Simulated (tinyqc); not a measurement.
Ion implantation: universal nuclear stopping, Lindhard-Scharff electronic stopping and a Gaussian range profile: one step, computed by the program tinyqc.

An ion slows by elastic collisions with screened nuclei and by friction with electrons; channelling is ignored and the target is uniform.

Task: Damage. Kinchin-Pease count with efficiency 0.8: N_d = 0.8 nu/(2 E_d), taking all of nu as damage energy (an upper estimate, as recoils also lose energy to electrons). Spread over a depth R_p + dR_p, displacements per atom = Q N_d/(N (R_p + dR_p)).

Inputs (values chosen for the exercise, modelled on fluorine ions in germanium): ion mass M1 = 19 u; target mass M2 = 72.63 u; target density N = 44.2 1/nm^3; dose Q = 8.5e+14 1/cm^2; displacement energy E_d = 15 eV.

energy lost to nuclei nu = 2.733307 keV

projected range R_p = 10.30244 nm

straggle dR_p = 2.784492 nm

Give: displacements per ion N_d; displacements per atom.

Result:

displacements per ion N_d = 72.888

displacements per atom = 1.0711

One displacement per atom would need a dose of 7.9e14 per cm^2 if no defects annealed. Caution: the estimates of R_p and dR_p assume mainly nuclear stopping and an ion not much lighter than the target; here they are rough, and for light ions in heavy targets the straggle can be low by a factor of two or more. Caution: above a few tenths of a displacement per atom cascades overlap, so the count overstates new damage; heavy ions turn silicon and germanium amorphous at such levels, while light ions such as boron and metal targets anneal much of the damage.
